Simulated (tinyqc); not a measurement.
Worked calculation: LDA (VWN5) atom on a uniform radial grid, spin-unpolarised, for Li+. Computed by tinyqc, a small Python program that keeps every step. Settings: Z = 3, points = 64, R = 6.2, functional = lda,vwn, mixing = 1.0, iteration cap = 70. Command: `OMP_NUM_THREADS=1 python tinyqc.py 23363 23364 out.jsonl` (the two numbers bound the seeds that draw the settings). One thread of a shared host (Intel(R) Xeon(R) Processor @ 2.60GHz), about 0.02 s of CPU time with the checks. Later iterations appear only in the table of the cycle.

## Iteration 1

Spherical atom on a uniform radial grid r_j = j h with h = R/(N + 1), h sum u^2 = 1 and integrals as h times sums, u(0) = u(R) = 0 (atomic units):
```
parameter           value
Z                       3
points N               64
R                6.200000
h                0.095385
mixing           1.000000
electrons in 1s         2
```

Three-point differences turn -u''/2 + [l(l+1)/2r^2 - Z/r + V] u = e u into a tridiagonal matrix (diagonal 1/h^2 + potential, off-diagonal -1/2h^2). D = sum f u^2; the Hartree potential y/r solves y'' = -D/r with y(0) = 0, y(R) = N_e; v_xc comes from rho = D/(4 pi r^2); E = sum f e - int D V + int D (V_H/2 + eps_xc); V(new) = V + mixing (V_H + v_xc - V).

eigenvalues (hartree): 1s -4.41147

Every 4th grid point:
```
r           V in     u(1s)         D      V_H      v_xc
0.38154  0.00000   1.25647   3.15741  4.09194  -1.26597
0.76308  0.00000   0.81213   1.31911  2.52945  -0.62181
1.14462  0.00000   0.39370   0.31000  1.73875  -0.31025
1.52615  0.00000   0.16965   0.05756  1.30964  -0.15693
1.90769  0.00000   0.06853   0.00939  1.04830  -0.07994
2.28923  0.00000   0.02658   0.00141  0.87365  -0.04063
2.67077  0.00000   0.01002   0.00020  0.74885  -0.02045
3.05231  0.00000   0.00370  2.74e-05  0.65524  -0.01015
3.43385  0.00000   0.00135  3.62e-06  0.58244  -0.00497
3.81538  0.00000   0.00048  4.67e-07  0.52419  -0.00241
4.19692  0.00000   0.00017  5.90e-08  0.47654  -0.00116
4.57846  0.00000   0.00006  7.33e-09  0.43683  -0.00055
4.96000  0.00000  2.12e-05  8.97e-10  0.40323  -0.00026
5.34154  0.00000  7.32e-06  1.07e-10  0.37442  -0.00012
5.72308  0.00000  2.38e-06  1.13e-11  0.34946  -0.00006
6.10462  0.00000  3.64e-07         0  0.32762   0.00000
```

total energy = -6.8313350 hartree

## Iteration 2

As before.

eigenvalues (hartree): 1s -1.92041

Every 4th grid point:
```
r           V in     u(1s)         D      V_H      v_xc
0.38154  2.82598   1.13763   2.58839  3.68585  -1.18851
0.76308  1.90763   0.88070   1.55127  2.42779  -0.65402
1.14462  1.42850   0.53993   0.58304  1.71706  -0.37625
1.52615  1.15271   0.30282   0.18340  1.30528  -0.22230
1.90769  0.96836   0.16226   0.05265  1.04744  -0.13371
2.28923  0.83302   0.08464   0.01433  0.87348  -0.08132
2.67077  0.72840   0.04340   0.00377  0.74881  -0.04974
3.05231  0.64509   0.02200   0.00097  0.65524  -0.03045
3.43385  0.57747   0.01106   0.00024  0.58244  -0.01861
3.81538  0.52179   0.00552   0.00006  0.52419  -0.01133
4.19692  0.47538   0.00274  1.50e-05  0.47654  -0.00688
4.57846  0.43628   0.00135  3.67e-06  0.43683  -0.00415
4.96000  0.40296   0.00066  8.78e-07  0.40323  -0.00249
5.34154  0.37430   0.00032  1.99e-07  0.37442  -0.00147
5.72308  0.34941   0.00013  3.61e-08  0.34946  -0.00080
6.10462  0.32762  2.37e-05  1.13e-09  0.32762  -0.00025
```

total energy = -6.9726390 hartree

## Iteration 3

As before.

eigenvalues (hartree): 1s -2.18272

Every 4th grid point:
```
r           V in     u(1s)         D      V_H      v_xc
0.38154  2.49735   1.16802   2.72853  3.78868  -1.20857
0.76308  1.77377   0.86680   1.50267  2.45532  -0.64757
1.14462  1.34081   0.50809   0.51631  1.72358  -0.36251
1.52615  1.08298   0.27244   0.14845  1.30676  -0.20858
1.90769  0.91374   0.13943   0.03888  1.04777  -0.12213
2.28923  0.79216   0.06938   0.00963  0.87355  -0.07222
2.67077  0.69908   0.03389   0.00230  0.74883  -0.04287
3.05231  0.62478   0.01635   0.00053  0.65524  -0.02542
3.43385  0.56383   0.00781   0.00012  0.58244  -0.01502
3.81538  0.51286   0.00371  2.75e-05  0.52419  -0.00883
4.19692  0.46966   0.00175  6.13e-06  0.47654  -0.00517
4.57846  0.43268   0.00082  1.35e-06  0.43683  -0.00301
4.96000  0.40073   0.00038  2.93e-07  0.40323  -0.00175
5.34154  0.37296   0.00017  6.08e-08  0.37442  -0.00100
5.72308  0.34866   0.00007  1.02e-08  0.34946  -0.00053
6.10462  0.32737  1.24e-05  3.08e-10  0.32762  -0.00016
```

total energy = -6.9805789 hartree

## Convergence

Stop when input and output potentials agree to 1e-7.

Course of the cycle (hartree):
```
iteration           E     e(1s)  largest |V(out) - V(in)|
1          -6.8313350  -4.41147                  3.59e+00
2          -6.9726390  -1.92041                  6.33e-01
3          -6.9805789  -2.18272                  1.53e-01
4          -6.9810595  -2.11644                  3.78e-02
5          -6.9810886  -2.13254                  9.28e-03
6          -6.9810903  -2.12857                  2.28e-03
7          -6.9810904  -2.12954                  5.61e-04
8          -6.9810904  -2.12930                  1.38e-04
9          -6.9810904  -2.12936                  3.39e-05
10         -6.9810904  -2.12935                  8.34e-06
11         -6.9810904  -2.12935                  2.05e-06
12         -6.9810904  -2.12935                  5.04e-07
13         -6.9810904  -2.12935                  1.24e-07
14         -6.9810904  -2.12935                  3.05e-08
```

Converged in 14 iterations. A uniform grid resolves the cusp poorly: for a bare nucleus this grid gives 1s at -4.41147 against -Z^2/2 = -4.5 hartree. Before convergence this energy mixes input and output and is not variational, so it may rise towards its limit.
